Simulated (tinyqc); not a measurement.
Threshold-voltage variability of a planar MOSFET, analytic estimates: two steps of the calculation.

Three independent sources add in quadrature: random dopants in the depleted layer, metal-gate grains of two orientations, and roughness of the two gate edges acting through the roll-off VT = VT(long) - Vr exp(-L/l). These are first-order estimates: no three-dimensional electrostatics, no percolation.

Parameters, values chosen for the exercise; material values close to those of silicon:
```
symbol,value,unit,meaning
T,300,K,temperature
L,65,nm,gate length
l,14,nm,decay length of the threshold roll-off
Vr,2,V,prefactor of the roll-off
n,1.22,,subthreshold factor
gI,8,1/V,gm/I of a matched pair
sb,1.9,%,spread of the gain factor of one device
```

Constants: q = 1.602176634e-19 C, kB = 1.380649e-23 J/K, Vt = kB T/q. Results are converted to the units shown.

Question 1. Total spread, mismatch and leakage. s = sqrt(s1^2 + s2^2 + s3^2). For a pair: s(dVT) = sqrt(2) s; current mismatch sqrt(2) sqrt((gI s)^2 + sb^2); input offset = current mismatch/gI. For a Gaussian VT the off current is log-normal with mean/median = exp(s^2/(2 (n Vt)^2)).

s1 = 12.423503 mV
s2 = 6.2718151 mV
s3 = 0.97094055 mV

Find: s; s(dVT); current mismatch; input offset; mean/median of Ioff.

Answer 1.

s = 13.951 mV
s(dVT) = 19.729 mV
current mismatch = 16.010 %
input offset = 20.013 mV
mean/median of Ioff = 1.1028

Question 2. A rough gate as parallel slices. Eight equal slices in parallel have lengths L_i with mean L. Slice threshold shift: -Vr [exp(-L_i/l) - exp(-L/l)]; off current of a slice against the smooth gate: (L/L_i) exp(-shift/(n Vt)); the device has the mean.

L_i - L, slice 0 to 7 (nm): 0.1  -0.9  -0.1  -4.2  3  -0.1  1.2  1

Find: shift; Ioff factor; Ioff of the device against the smooth gate.

Answer 2.

```
slice  shift (mV)  Ioff factor
0           0.137       0.9941
1          -1.279        1.056
2          -0.138        1.006
3          -6.738        1.324
4           3.715       0.8497
5          -0.138        1.006
6           1.582       0.9338
7           1.328       0.9442
```

Ioff of the device against the smooth gate = 1.014

Program tinyqc, `OMP_NUM_THREADS=1 python tinyqc.py 2090049 2090050 out.jsonl`; Intel Xeon 2.30GHz, shared host, one thread, about 0.01 s.
